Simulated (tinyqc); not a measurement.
# Worked calculation: electron mobility in a silicon inversion layer, empirical terms and Matthiessen rule

Numbers from tinyqc (`OMP_NUM_THREADS=1 python tinyqc.py 2510126 2510127 out.jsonl`; about 0.01 s on one thread of a shared Intel Xeon 2.30GHz). Printed values are rounded.

Inversion layer of sheet density Ns on a uniformly doped body. The mobility terms are empirical power laws with prefactors chosen for the exercise; adding their inverses (Matthiessen) is itself an approximation.

Inputs (values chosen for the exercise); material values close to those of silicon: temperature T = 300 K; band gap Eg = 1.12 eV; relative permittivity of the semiconductor eps_r = 11.8; conduction-band density of states at T Nc = 2.78e19 cm^-3; valence-band density of states at T Nv = 2.69e19 cm^-3; body doping Nb = 2.7e18 cm^-3; reverse body bias Vsb = 0.6 V; weight of the inversion charge in the effective field eta = 0.5; gate capacitance Cox = 1.11 uF/cm^2; phonon-limited mobility at 1 MV/cm and 300 K Ap = 466 cm^2/(V s); roughness-limited mobility at 1 MV/cm As = 1120 cm^2/(V s); exponent of the roughness term gs = 2; Coulomb prefactor Ac = 2000 cm^2/(V s); charge at the interface Nit = 5.1e11 cm^-2; inversion density Ns = 4.9e12 cm^-2; ratio W/L WL = 1; drain voltage Vd = 0.01 V; measured linear current I = 1 uA.

Constants: q = 1.602176634e-19 C, kB = 1.380649e-23 J/K, Vt = kB T/q, eps0 = 8.8541878128e-14 F/cm where lengths are in cm. Results are converted to the units shown.

Range of the model: The effective field passes 1.5 MV/cm, beyond the range where such laws are usually fitted.

## Depletion charge and effective field

ni = sqrt(Nc Nv) exp(-Eg/(2 Vt)), Eg in volts; Ndep = sqrt(2 eps0 eps_r Nb (2 Vt ln(Nb/ni) + Vsb)/q); E = q (Ndep + eta Ns)/(eps0 eps_r), in MV/cm.

ni = 1.06982e10 cm^-3
Ndep = 7.50682e12 cm^-2
E = 1.52686 MV/cm

The depletion charge gives 75.4 % of the field.

## Mobility terms and their sum

With t = T/(300 K): muC = Ac (Ns/1e12 cm^-2) t/(Nb/1e17 cm^-3 + Nit/1e11 cm^-2), muP = Ap E^(-1/3) t^(-1.75), muS = As E^(-gs); 1/mu is the sum of the inverses.

terms (cm^2/(V s)): Coulomb 305.296, phonon 404.687, roughness 480.416
mu = 127.745 cm^2/(V s)
shares of 1/mu (%): Coulomb 41.8430, phonon 31.5664, roughness 26.5905

The Coulomb term limits most.

## Iteration 1: inversion density for the measured current

Ns at the start = 3.4e12 cm^-2

I = (W/L) q Ns mu Vd. E = q (Ndep + eta Ns)/(eps0 eps_r) in MV/cm. With t = T/(300 K): muC = Ac (Ns/1e12 cm^-2) t/(Nb/1e17 cm^-3 + Nit/1e11 cm^-2), muP = Ap E^(-1/3) t^(-1.75), muS = As E^(-gs); 1/mu is the sum of the inverses. Ns(new) = I/((W/L) q mu Vd).

E = 1.41185 MV/cm
mu = 112.262 cm^2/(V s)
Ns after iteration 1 = 5.55976e12 cm^-2

## Iteration 2: inversion density for the measured current

As before.

E = 1.57745 MV/cm
mu = 131.465 cm^2/(V s)
Ns after iteration 2 = 4.74766e12 cm^-2

## Course of the iteration: inversion density for the measured current

Stop when Ns changes by less than 1e5 cm^-2, or after 120 iterations.

Course of the iteration:
```
iteration  Ns (cm^-2)  |change| (cm^-2)
1          5.55976e12           2.16e12
2          4.74766e12           8.12e11
3          4.92776e12           1.80e11
4          4.87873e12           4.90e10
5          4.89150e12           1.28e10
6          4.88813e12            3.36e9
7          4.88902e12            8.84e8
8          4.88878e12            2.32e8
9          4.88885e12            6.11e7
10         4.88883e12            1.61e7
11         4.88883e12            4.22e6
12         4.88883e12            1.11e6
13         4.88883e12            2.92e5
14         4.88883e12            7.67e4
```

Converged in 14 iterations. At the end each change is about 0.26 times the one before, with alternating sign: linear convergence.

## Split C-V extraction

```
point  Vg (V)  Cgc (uF/cm^2)       I (uA)
0         0.2     9.47796e-5  3.82550e-11
1         0.3     0.00194282   1.60995e-8
2         0.4      0.0385724   6.55145e-6
3         0.5       0.471772   0.00156409
4         0.6        1.04139    0.0356039
5         0.7        1.10645     0.132724
6         0.8        1.10983     0.271546
7         0.9        1.10999     0.434460
8           1        1.11000     0.610180
9         1.1        1.11000     0.791069
10        1.2        1.11000     0.971934
11        1.3        1.11000      1.14926
12        1.4           1.11      1.32073
```

Q(Vg) is the trapezoid sum of Cgc from the first point (where Q is taken as 0); mu_eff = I/((W/L) Q Vd); mu_FE = (dI/dVg)/((W/L) Cox Vd) with a backward difference. Listed from point 4 on.

```
point  Q (uC/cm^2)  mu_eff (cm^2/(V s))  mu_FE (cm^2/(V s))
4         0.103303              34.4656             30.6665
5         0.210694              62.9936             87.4956
6         0.321508              84.4600             125.065
7         0.432499              100.453             146.770
8         0.543499              112.269             158.306
9         0.654499              120.866             162.964
10        0.765499              126.967             162.941
11        0.876499              131.120             159.758
12        0.987499              133.745             154.476
```

At the last point mu_FE is 16 % above mu_eff.
